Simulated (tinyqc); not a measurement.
Conduction-band offset of an n-N heterojunction from carrier-profile moments: two steps of the calculation.

Layer 1 (x < 0) accumulates electrons and layer 2 (x > 0) is depleted. Boltzmann statistics. The bands bend down by V1 in layer 1 and up by V2 in layer 2, with V1 + V2 = VD = dE + Vt ln[(N2/Nc2)/(N1/Nc1)].

Inputs (values chosen for the exercise); values of the order of III-V alloys:
- T = 300 K (temperature)
- eps_r = 11.8 (relative permittivity of both layers)
- Nc1 = 4.1e17 cm^-3 (density of states of the narrow-gap layer 1)
- Nc2 = 1.4e18 cm^-3 (density of states of the wide-gap layer 2)
- dE = 0.15 eV (conduction-band offset)
- N1 = 1.5e16 cm^-3 (donor density in layer 1)
- N2 = 1.3e17 cm^-3 (donor density in layer 2)
- si = 0 cm^-2 (fixed charge at the interface)

Constants: q = 1.602176634e-19 C, kB = 1.380649e-23 J/K, Vt = kB T/q, eps0 = 8.8541878128e-14 F/cm where lengths are in cm. Results are converted to the units shown.

Task 1. Division of the diffusion potential. Sheet densities from the first integral: Q1 = sqrt((2 eps0 eps_r Vt N1/q)(exp(u1) - u1 - 1)) extra electrons, Q2 = sqrt((2 eps0 eps_r Vt N2/q)(exp(-u2) + u2 - 1)) missing ones, u = V/Vt; neutrality Q1 = Q2 + si. Q1 - Q2 rises steadily with V1, so V1 follows by bisection.

Give: VD; V1; V2; Q1; n at x = 0-; n at x = 0+.

Result 1.

VD = 0.17408 V
V1 = 0.084214 V
V2 = 0.089865 V
Q1 = 3.3149e11 cm^-2
n at x = 0- = 3.8978e17 cm^-3
n at x = 0+ = 4.0205e15 cm^-3

n drops across the interface by 96.9 = (Nc1/Nc2) exp(dE/Vt).

Task 2. Offset from the moments. A C-V profile smears n(x) but keeps its zeroth and first moments: si = -int (N - n) dx, VD = (q/(eps0 eps_r)) int (N - n) x dx, dE = VD - Vt ln[(N2/Nc2)/(N1/Nc1)]. Use the trapezoidal rule on each side.

```
left point  -x (nm)  n in layer 1 (cm^-3)
0                 0            3.89781e17
1             0.775            3.36816e17
2               4.7            1.86595e17
3              13.5            8.18332e16
4              28.5            3.92031e16
5              50.9            2.35867e16
6              81.8            1.78124e16
7               122            1.57812e16
8               173            1.51662e16
9               235            1.50260e16
```

```
right point  x (nm)  n in layer 2 (cm^-3)
0                 0            4.02046e15
1              6.05            1.15476e16
2              14.9            3.43556e16
3              25.2            7.08272e16
4              36.7            1.02738e17
5                49            1.19767e17
6              62.1            1.26639e17
7              75.9            1.28987e17
8              90.3            1.29713e17
9               105            1.29921e17
```

Find: si; VD; dE.

Result 2.

si = 2.729e10 cm^-2
VD = 0.1736 V
dE = 0.1495 eV

On these few points dE comes out -0.52 meV from the true 0.15 eV, and si misses by 2.7e10 cm^-2, 8.2 % of Q1.

Numbers from tinyqc (`OMP_NUM_THREADS=1 python tinyqc.py 2410076 2410077 out.jsonl`; about 0.07 s on one thread of a shared Intel Xeon 2.30GHz).
